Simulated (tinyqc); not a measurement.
Long runs: velocity against field: Monte Carlo simulation of one carrier in a uniform electric field. Computed by tinyqc, a small Python program. Command: `OMP_NUM_THREADS=1 python tinyqc.py 3002422 3002423 out.jsonl mcfl walk`. One thread of a shared host (Intel(R) Xeon(R) Processor @ 2.30GHz), about 1 s of CPU time with the checks.

The force e F acts along +z. Flights end at the constant total rate Gamma; the part of Gamma that the real rates do not fill is self-scattering, which leaves k unchanged. One valley, no impurities; equivalent final valleys enter only through Z_f in the optical rate.

Inputs (values chosen for the exercise, modelled on electrons in germanium):

| quantity | value | unit |
|---|---|---|
| effective mass m | 0.219 | m_0 |
| density rho | 5323 | kg/m^3 |
| sound velocity v_l | 5170 | m/s |
| acoustic deformation potential D_A | 12 | eV |
| phonon energy hbar w | 30.8 | meV |
| optical or intervalley deformation potential D_o | 4.8 | 1e8 eV/cm |
| final valleys Z_f | 3 | - |
| lattice temperature T | 300 | K |
| electric field F | 3.7 | kV/cm |
| energy E_max up to which Gamma must cover the rates | 1 | eV |
| seed of the random numbers | 36550 | - |

Crystal: non-polar. Band: parabolic.

Constants: k_B = 1.380649e-23 J/K; e = 1.602176634e-19 C; hbar = 1.054571817e-34 J s; m_0 = 9.1093837015e-31 kg; hbar = 6.582119569e-16 eV s; k_B = 8.617333262e-05 eV/K.

Method:
- Parabolic band: E = hbar^2 k^2/(2 m), speed v = hbar k/m, states per spin, volume and energy g(E) = m k/(2 pi^2 hbar^2). Masses are multiplied by m_0 and all formulas are in SI units.
- Phonon occupation N_q = 1/(exp(hbar w/(k_B T)) - 1).
- Acoustic deformation potential (elastic, equipartition, absorption and emission together): 1/tau = 2 pi k_B T D_A^2 g(E)/(hbar rho v_l^2).
- Optical or intervalley deformation potential: 1/tau = (pi Z_f D_o^2/(rho w)) [N_q g(E + hbar w) + (N_q + 1) g(E - hbar w)], with g = 0 below the band edge.
- Gamma is 1.05 times the largest total rate on the grid E = (j + 1/2) E_max/400, j = 0..399.
- On the grid E_j = (j + 1/2) hbar w/12 up to 20 k_B T + 2 hbar w, solve (sum of rates) l(E) = v(E); mu_0 = e sum g v l exp(-E/k_B T)/(3 k_B T sum g exp(-E/k_B T)).
- Flight: t = -ln(r1)/Gamma; k_z grows by e F t/hbar; E follows from the band; dz = (E_end - E_start)/(e F).
- Choice: with cumulative rates in the order acoustic, absorption, emission, the process is the first whose sum exceeds r2 Gamma; if none, self-scattering.
- Final state: E' = E, E + hbar w or E - hbar w gives k'. Isotropic processes: cos(theta) = 1 - 2 r3 from the z axis, phi = 2 pi r4, k' (sin theta cos phi, sin theta sin phi, cos theta).
- Each row: 250 carriers from a thermal start, 1600 flights each, the first half discarded, random numbers not printed; the error is the standard error over ten groups; the mean energy is taken at the ends of flights, which sample time evenly. Fields at which more than 0.02 % of the events exceed Gamma are left out.

Gamma = 24.1598 1e12/s

low-field mobility mu_0 = 1891.65 cm^2/(V s)

Monte Carlo results:

| F (kV/cm) | drift velocity (1e5 m/s) | error (1e5 m/s) | mu_0 F (1e5 m/s) | mean energy (meV) | real events (%) |
|---|---|---|---|---|---|
| 0.93 | 0.150 | 0.0120 | 0.17592 | 41.8 | 15.8 |
| 1.90 | 0.293 | 0.0110 | 0.35941 | 50.5 | 17.7 |
| 3.70 | 0.440 | 0.0067 | 0.69991 | 75.6 | 22.6 |

What follows from these numbers?

At the lowest field the drift velocity is 0.85 +/- 0.07 of the ohmic value mu_0 F, at the highest 0.63 +/- 0.01. The mean energy goes from 42 to 76 meV against the parabolic-band thermal value 3 k_B T/2 = 39 meV: the carriers heat, more of them reach the emission threshold, where they lose momentum, and the curve bends below the ohmic line. Only 16 to 23 % of the events are real; the rest is the price of a constant Gamma.

Extremes, crossings and ranges named in words are read from the listed rows.
